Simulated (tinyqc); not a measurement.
Crystal pulling from the melt: segregation, interface stability, heat balance and point-defect regime: one step, computed by the program tinyqc. Command: `OMP_NUM_THREADS=1 python tinyqc.py 3004877 3004878 out.jsonl pull walk`. One thread of a shared host (Intel(R) Xeon(R) Processor @ 2.30GHz), about 0.01 s of CPU time with the checks.

A dilute solute; steady pulling with a flat interface unless it is found unstable.

Task: Concentration at the frozen fraction g. Axial profile: C_s = k_eff C0 (1 - g)^(k_eff - 1 + beta), where beta, the evaporation velocity times the free melt area over the volume growth rate, is taken constant; bulk melt C_L = C_s/k_eff. Usable fraction: the g at which C_s has changed by 30 % from its first value (0.99 at most).

Inputs (values chosen for the exercise, modelled on phosphorus in silicon): initial melt concentration C0 = 5.5e+16 1/cm^3; frozen fraction g = 0.77; evaporation number beta = 0.9.

Loss from the melt surface: evaporation.

k_eff = 0.4348808

Give: C_s; C_L; usable fraction.

Result:

C_s = 1.462e+16 1/cm^3

C_L = 3.362e+16 1/cm^3

usable fraction = 0.6553

Evaporation outweighs segregation: C_s falls along the crystal.
